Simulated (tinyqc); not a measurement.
Expansion against temperature: quasi-harmonic thermal expansion with mode Grueneisen parameters. Computed by tinyqc, a small Python program. Command: `OMP_NUM_THREADS=1 python tinyqc.py 3004228 3004229 out.jsonl qha walk`. One thread of a shared host (Intel(R) Xeon(R) Processor @ 2.30GHz), about 0.02 s of CPU time with the checks.

A crystal with two atoms a cell; per atom there are 1 transverse acoustic (TA), 1/2 longitudinal acoustic (LA) and 3/2 optical (O) modes. Every frequency of group i scales as nu_i (V/V0)^(-gamma_i). Each group has one frequency. Static energy: E = (9 V0 B0/16) [y^3 B' + y^2 (2 - 4 y)], y = (V0/V)^(2/3) - 1, with pressure P_s = (3 B0/2) (z^7 - z^5) [1 + (3/4)(B' - 4)(z^2 - 1)], z = (V0/V)^(1/3).

Inputs (values chosen for the exercise, modelled on gallium arsenide): static volume V0 = 22.6 angstrom^3/atom; static bulk modulus B0 = 75.1 GPa; static B' = 4.52; frequency nu_TA = 2.49 THz; frequency nu_LA = 6.06 THz; frequency nu_O = 7.79 THz; Grueneisen parameter gamma_TA = -0.84; Grueneisen parameter gamma_LA = 1.2; Grueneisen parameter gamma_O = 1.4.

Acoustic groups: Einstein.

Constants: h x 1 THz = 4.135667696 meV; k_B = 8.617333262e-05 eV/K; 1 eV/angstrom^3 = 160.2176634 GPa.

Method:
- For a mode with x = h nu/(k_B T), n = 1/(exp(x) - 1): U = h nu (n + 1/2), C/k_B = x^2 n (n + 1); U_i and C_i sum these over group i with its weight per atom.
- Phonon pressure P_ph = sum_i gamma_i U_i/V.
- B_T = -V d(P_s + P_ph)/dV at fixed T (central difference, step 1e-4 V); alpha_V = sum gamma_i C_i k_B/(B_T V), all at V(T); the linear coefficient is alpha_L = alpha_V/3.
- V(T) solves P_s + P_ph = 0. The Grueneisen estimate uses C_i, V0 and B0 at the static volume; gamma_th = sum gamma_i C_i / sum C_i is taken at V(T).

Quasi-harmonic results:
```
T (K)  V/V0 - 1 (%)  B_T (GPa)  alpha_L (ppm/K)  alpha_L, Grueneisen estimate  gamma_th
20           0.3494     74.604          -0.2057                       -0.2075  -0.83867
40           0.3455     74.609          -1.0292                       -1.0332  -0.71698
70           0.3370     74.605          -0.5387                       -0.5561  -0.17382
100          0.3382     74.557           0.8285                        0.8017   0.18161
150          0.3649     74.415           2.5511                        2.5166   0.41795
220          0.4329     74.168           3.7333                        3.6880   0.52557
300          0.5310     73.865           4.3282                        4.2686   0.56931
450          0.7388     73.281           4.7734                        4.6848   0.59762
700          1.1116     72.295           5.0311                        4.8923   0.61086
1000         1.5774     71.111           5.1696                        4.9689   0.61559
```

What does the comparison show, and why?

alpha_L is negative up to 70 K among these rows and changes sign before 100 K, once the LA and optical groups take up heat. gamma_th moves from -0.84, near gamma_TA = -0.84, to 0.62, near the average over all modes, 0.62, as the stiffer groups take up their share of C. B_T changes by -4.7 % over the table, and at the highest T the estimate at fixed V0 and B0 is off by -3.9 %.

Extremes, crossings and ranges named in words are read from the listed rows.
